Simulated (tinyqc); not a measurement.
Worked calculation: single-oscillator infrared dielectric function of a polar cubic crystal. Computed by tinyqc, a small Python program that keeps every step. Command: `OMP_NUM_THREADS=1 python tinyqc.py 3001253 3001254 out.jsonl infrared walk`. One thread of a shared host (Intel(R) Xeon(R) Processor @ 2.30GHz), about 0.01 s of CPU time with the checks. Intermediate numbers are printed to about 5 digits and carried at full precision; extremes and crossings named in words are read from the listed rows.

One ion pair, charges +Z* and -Z*, in a cell of volume Omega = a^3/4. Frequencies omega are given as wavenumbers (1/cm); eps_s is the static dielectric constant.

Inputs (values chosen for the exercise, for a model crystal):
```
quantity                         value      unit
lattice constant a                 4.6  angstrom
mass M_A                           120         u
mass M_B                          96.9         u
omega_TO                           581      1/cm
Born charge Z*                    1.15         e
eps_inf                           5.59         -
phonon damping gamma               8.5      1/cm
probe frequency / omega_TO        1.01         -
eps_m of the surrounding medium    3.9         -
```

Structure: rock salt. Free carriers: absent.

Constants: nu for 1 eV/(angstrom^2 u) = 15.6333042 THz; 1 THz = 33.35640952 1/cm; e^2/(4 pi eps_0) = 14.39964548 eV angstrom.

## LO frequency and static constant from the Born charge

mu = M_A M_B/(M_A + M_B); ionic plasma term W^2 = 4 pi Z*^2 (e^2/(4 pi eps_0))/(Omega mu) in eV/(angstrom^2 u), turned into 1/cm by W = 15.6333042 x 33.35640952 x sqrt(W^2); omega_LO^2 = omega_TO^2 + W^2/eps_inf; eps_s = eps_inf + W^2/omega_TO^2; Szigeti charge 3 Z*/(eps_inf + 2); longitudinal (Callen) charge Z*/eps_inf.

reduced mass mu = 53.610 u

W = 223.35 1/cm

omega_LO = 588.63 1/cm

eps_s = 5.7378

Szigeti charge = 0.45455 e

Callen charge = 0.20572 e

omega_LO/omega_TO = 1.013; the ions supply 3 % of eps_s.

## Optical constants at the probe frequency

eps(omega) = eps_inf + W^2/(omega_TO^2 - omega^2 - i gamma omega); n + i k = sqrt(eps) with k >= 0; R = |(n + i k - 1)/(n + i k + 1)|^2 at normal incidence from vacuum. omega is the probe ratio times omega_TO. Intensity decays over 1/(4 pi omega k); the loss function is Im(-1/eps).

omega = 586.81 1/cm

Re eps = 0.81724

Im eps = 3.5086

n = 1.4866

k = 1.1801

reflectivity R = 0.21508

penetration depth of the intensity = 1.1491 micrometre

loss function = 0.27034

Re eps is positive, but k is a large share of n: the wave is absorbed within about a wavelength.

## Spectrum around the optical phonon

The loss function is Im(-1/eps).

Spectrum:
```
omega (1/cm)   Re eps      Im eps         R  Im(-1/eps)
290            5.7868   0.0019139   0.17034  5.7153e-05
494            6.1223    0.023899   0.18007  6.3759e-04
564            8.0062     0.59508   0.22907   0.0092327
581              5.59      10.101   0.36365    0.075789
583            1.7160      8.2464   0.35329     0.11623
585           0.58431      5.3368   0.29719     0.18516
587           0.86634      3.3631   0.20582     0.27884
589            1.4461      2.2165   0.12071     0.31646
600            3.4761     0.48045  0.093543    0.039016
624            4.6373    0.097527   0.13385   0.0045333
677            5.1779    0.019637   0.15164  7.3243e-04
883            5.4772   0.0019148   0.16101  6.3826e-05
1470           5.5626  1.8747e-04   0.16362  6.0587e-06
```

R peaks among these rows at 581 per cm with 0.36 and is lowest, 0.094, at 600; far above omega_LO it tends to ((sqrt(eps_inf) - 1)/(sqrt(eps_inf) + 1))^2 = 0.164. Im eps is largest at 581 and the loss function at 589: absorption marks the TO mode and the loss function the LO mode. Re eps stays positive in all rows: damping wipes out the reststrahlen band.

## Surface and particle modes

Without damping, eps(omega) = -x eps_m gives omega^2 = omega_TO^2 (eps_s + x eps_m)/(eps_inf + x eps_m): x = 1 for a flat surface at large wave vector, x = 2 for the dipole mode of a small sphere. The reflectivity R for light from vacuum (not from the medium eps_m) vanishes where eps = 1, omega^2 = omega_TO^2 (eps_s - 1)/(eps_inf - 1).

surface mode = 585.51 1/cm

sphere mode = 584.20 1/cm

zero of R = 590.28 1/cm

Both modes lie between omega_TO and omega_LO, at 59 % and 42 % of the way up.

## Phonon polaritons

Transverse waves without damping obey Q^2 = omega^2 eps(omega), Q = wave vector/(2 pi) in 1/cm: eps_inf omega^4 - (eps_inf omega_LO^2 + Q^2) omega^2 + Q^2 omega_TO^2 = 0.

Branches (1/cm):
```
Q      lower branch  upper branch  Q/sqrt(eps_s)  Q/sqrt(eps_inf)
140           58.44         588.7           58.4             59.2
420          175.11         589.4          175.3            177.6
840          348.17         592.9          350.7            355.3
1400         540.91         636.0          584.5            592.1
2100         575.42         896.8          876.7            888.2
3500         579.61        1483.9         1461.2           1480.3
7000         580.69        2962.3         2922.3           2960.7
14000        580.93        5922.1         5844.6           5921.4
```

The lower branch starts as light slowed by sqrt(eps_s) (1.000 of that line) and ends at 1.000 omega_TO; the upper starts at 1.000 omega_LO and ends at 1.000 of the light line with eps_inf. No branch lies between omega_TO and omega_LO.

Checks made by the program: Lyddane-Sachs-Teller relation eps_s/eps_inf = (omega_LO/omega_TO)^2 (relative difference below 1e-10).
